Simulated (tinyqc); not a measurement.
Finite-difference solution of the diffusion equation on a small grid: one step, computed by the program tinyqc. Command: `OMP_NUM_THREADS=1 python tinyqc.py 3019404 3019405 out.jsonl fdiff walk`. One thread of a shared host (Intel(R) Xeon(R) Processor @ 2.30GHz), about 0.01 s of CPU time with the checks.

dC/dt = D d2C/dx2 on nodes x_j = j dx, j = 0..7; the far end is sealed.

Task: Amplification factors. The mode of M with eigenvalue mu has its amplitude multiplied per step by g = (1 + (1 - theta) r mu)/(1 - theta r mu), with theta = 0 explicit, 1 implicit, 1/2 Crank-Nicolson; the explicit scheme is stable for r up to 2/|mu_min|.

Boundary at x = 0: surface loss. Scheme: Crank-Nicolson.

operator M, rows 0, 1, 2, 3, 4, 5, 6, 7:
```
[[-3.223529, 2.000000, 0.000000, 0.000000, 0.000000, 0.000000, 0.000000, 0.000000],
 [1.000000, -2.000000, 1.000000, 0.000000, 0.000000, 0.000000, 0.000000, 0.000000],
 [0.000000, 1.000000, -2.000000, 1.000000, 0.000000, 0.000000, 0.000000, 0.000000],
 [0.000000, 0.000000, 1.000000, -2.000000, 1.000000, 0.000000, 0.000000, 0.000000],
 [0.000000, 0.000000, 0.000000, 1.000000, -2.000000, 1.000000, 0.000000, 0.000000],
 [0.000000, 0.000000, 0.000000, 0.000000, 1.000000, -2.000000, 1.000000, 0.000000],
 [0.000000, 0.000000, 0.000000, 0.000000, 0.000000, 1.000000, -2.000000, 1.000000],
 [0.000000, 0.000000, 0.000000, 0.000000, 0.000000, 0.000000, 2.000000, -2.000000]]
```

mesh ratio r = 0.289

Give: eigenvalues mu of M; factors g; largest stable r of the explicit scheme.

Result:

eigenvalues mu of M: [-4.345, -3.919, -3.398, -2.602, -1.710, -0.899, -0.316, -0.033]

factors g: [0.2286, 0.2769, 0.3413, 0.4535, 0.6036, 0.7700, 0.9126, 0.9904]

largest stable r of the explicit scheme = 0.4603

The smallest factor is 0.229: no mode changes sign, and all decay but one with mu = 0 where there is such a mode.
